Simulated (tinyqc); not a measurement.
Elastic trap-assisted tunnelling through a dielectric: two steps of the calculation.

Emitter at x = 0 (Fermi level 0), collector at x = t (Fermi level -V), band edge U(x) = phi - F x, F = V/t. A trap at x has the energy E = U(x) - Et. With G(u) = (4/(3 F)) sqrt(mo/C) max(u, 0)^1.5, C = hbar^2/(2 m0): S1 = G(phi - E) - G(Et), S2 = G(Et) - G(phi - V - E), T1,2 = exp(-S1,2). The steady rate through one trap is nu T1 T2 (f1 - f2)/(T1 + T2), f1 = f(E), f2 = f(E + V), f(y) = 1/(1 + exp(y/Vt)); both contacts offer states at E.

Inputs (values chosen for the exercise); dielectric values close to those of silicon dioxide: temperature T = 300 K; barrier above the emitter Fermi level phi = 3.01 eV; tunnelling mass mo = 0.48 m0; thickness t = 6.2 nm; trap depth below the band edge of the dielectric Et = 2.52 eV; trap density Nt = 3.5e17 cm^-3; attempt frequency nu = 1e14 1/s; points of the grid n = 9; voltage V = 2.05 V; left end of the grid xa = 2.22 nm; right end of the grid xb = 3.28 nm.

Constants: q = 1.602176634e-19 C, kB = 1.380649e-23 J/K, hbar = 1.054571817e-34 J s, m0 = 9.1093837015e-31 kg, Vt = kB T/q, hbar^2/(2 m0) = 0.0380998212 eV nm^2. Results are converted to the units shown.

Problem 1. Rate through a trap near the best position. n equally spaced x from xa to xb, where nearly all of the current flows; J = q Nt times the integral of the rate, by Simpson's rule.

Give: x; E; S1; S2; f1 - f2; rate; J.

Solution 1.

```
point	x (nm)	E (eV)	S1	S2	f1 - f2	rate (1/s)
0	2.220	-0.2440	26.76	38.35	0.9999	0.002216
1	2.353	-0.2878	28.46	37.31	1.000	0.006279
2	2.485	-0.3317	30.18	36.25	1.000	0.01808
3	2.618	-0.3755	31.90	35.17	1.000	0.05131
4	2.750	-0.4193	33.64	34.07	1.000	0.09678
5	2.882	-0.4631	35.38	32.96	1.000	0.03945
6	3.015	-0.5069	37.14	31.83	1.000	0.007363
7	3.147	-0.5507	38.91	30.68	1.000	0.001261
8	3.280	-0.5945	40.69	29.52	1.000	2.126e-4
```

J = 1.585e-10 A/cm^2

Problem 2. The best-placed trap against direct tunnelling. At x = xs: E, S1, S2 and the occupation (T1 f1 + T2 f2)/(T1 + T2). Direct tunnelling at E = 0 has S = (4/(3 F)) sqrt(mo/C) [phi^1.5 - max(phi - V, 0)^1.5].

xs = 2.75 nm

Find: E; S1; S2; occupation; S of direct tunnelling.

Solution 2.

E = -0.4193 eV
S1 = 33.64
S2 = 34.07
occupation = 0.6073
S of direct tunnelling = 61.28

Range of the model: Phonon-assisted (inelastic) capture, chains of traps and a spread of trap depths are left out.

Numbers from tinyqc (`OMP_NUM_THREADS=1 python tinyqc.py 2370002 2370003 out.jsonl`; about 0.03 s on one thread of a shared Intel Xeon 2.30GHz).
